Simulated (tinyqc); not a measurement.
Worked calculation: one-electron ion in a basis of Gaussians. Computed by tinyqc, a small Python program that keeps every step. Settings: Z = 4, l = 1. Command: `OMP_NUM_THREADS=1 python tinyqc.py 28743 28744 out.jsonl` (the two numbers bound the seeds that draw the settings). One thread of a shared host (Intel(R) Xeon(R) Processor @ 2.60GHz), about 0.01 s of CPU time with the checks.

## Matrices over normalised Gaussians

exponents of r^l exp(-a r^2) (1/bohr^2): 0.201700  0.664400  2.189000  7.210000  23.750000  78.240000  257.800000

Z = 4

l = 1

With p = a_i + a_j and I(k) = Gamma((k+1)/2) / (2 p^((k+1)/2)): S = I(2l+2), T = (2l+3) a_i a_j S / p, V = -Z I(2l+1), each divided by sqrt(S_ii S_jj).

S, lower triangle:
```
          1         2         3         4         5         6         7
1  1.000000
2  0.657014  1.000000
3  0.230384  0.656920  1.000000
4  0.060406  0.230403  0.657048  1.000000
5  0.014279  0.060405  0.230451  0.657009  1.000000
6  0.003265  0.014277  0.060414  0.230409  0.656972  1.000000
7  0.000739  0.003264  0.014276  0.060387  0.230340  0.656882  1.000000
```

T (hartree), lower triangle:
```
          1         2         3          4          5           6           7
1  0.504250
2  0.508290  1.661000
3  0.212740  1.674154  5.472500
4  0.059262  0.700817  5.516537  18.025000
5  0.014279  0.195206  2.309430  18.169339  59.375000
6  0.003284  0.047030  0.643233   7.605399  59.848249  195.600000
7  0.000744  0.010814  0.154932   2.117717  25.045535  197.141486  644.500000
```

V (hartree), lower triangle:
```
           1          2          3           4           5           6           7
1  -1.911137
2  -1.839849  -3.468595
3  -1.071860  -3.339010  -6.295956
4  -0.494840  -1.945449  -6.061244  -11.426321
5  -0.210275  -0.898097  -3.531661  -11.000071  -20.738178
6  -0.087011  -0.381610  -1.630297   -6.408845  -19.964074  -37.640312
7  -0.035706  -0.157884  -0.692627   -2.957992  -11.629763  -36.233186  -68.325095
```

## Generalised eigenproblem

H = T + V (hartree), lower triangle:
```
           1          2          3          4          5           6           7
1  -1.406887
2  -1.331558  -1.807595
3  -0.859121  -1.664856  -0.823456
4  -0.435578  -1.244632  -0.544707   6.598679
5  -0.195996  -0.702891  -1.222231   7.169269  38.636822
6  -0.083727  -0.334580  -0.987064   1.196554  39.884175  157.959688
7  -0.034961  -0.147070  -0.537695  -0.840275  13.415772  160.908300  576.174905
```

Solve H C = S C e through S^(-1/2); each column has its largest component positive (the first on a tie).

eigenvalues of S: 0.071898  0.152478  0.329396  0.663265  1.209317  1.938790  2.634856

eigenvalues (hartree): -1.998429  -0.822318  1.708690  13.863434  60.745051  229.150170  838.379882

coefficients:
```
          1          2          3          4          5          6          7
1  0.211415   1.232865  -0.679202  -0.242327   0.100003  -0.044647   0.020257
2  0.662742  -0.729859   1.564178   0.736106  -0.307737   0.136302  -0.061576
3  0.248609  -0.192010  -1.379550  -1.460950   0.705061  -0.311720   0.139405
4  0.039939  -0.035926   0.025483   1.562963  -1.377903   0.671941  -0.297871
5  0.006005  -0.003586  -0.038504  -0.148067   1.610434  -1.317648   0.629834
6  0.000635  -0.000711   0.004282   0.043765  -0.198032   1.594637  -1.221749
7  0.000120  -0.000050  -0.001253  -0.006139   0.037970  -0.171865   1.437122
```

For Z = 4 and l = 1 the exact lowest level is -Z^2/(2 n^2) with n = l + 1: -2.000000 hartree.
